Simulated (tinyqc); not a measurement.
Permittivity of the insulator from five potentials.

Inverse problem. A node lies on a semiconductor-insulator interface. Steps: hs = tb/2 down into the semiconductor, ho = tox/2 up into the insulator, hy = L/5 sideways. The flux balance of its box reads eox (hy/ho)(above - node) + eps_r (hy/hs)(below - node) + [(eps_r hs + eox ho)/(2 hy)](left + right - 2 node) - q Na (hs/2) hy/eps0 = 0. Find eox.

Parameters, values chosen for the exercise; semiconductor permittivity made up: relative permittivity of the semiconductor eps_r = 17.5; half the body thickness tb = 4 nm; insulator thickness tox = 3.4 nm; channel length L = 26 nm; acceptor density of the depleted body Na = 4.6e17 cm^-3.

Constants: q = 1.602176634e-19 C, eps0 = 8.8541878128e-14 F/cm where lengths are in cm. Results are converted to the units shown.

psi (V): node -0.020469012, above -0.11547393, below 0.020072824, left 0.10177128, right 0.025605207

Solution. The balance is linear in eox.

eox = 9.00

tinyqc, about 0.1 s, one thread, Intel Xeon 2.30GHz (shared host): `OMP_NUM_THREADS=1 python tinyqc.py 2480091 2480092 out.jsonl`
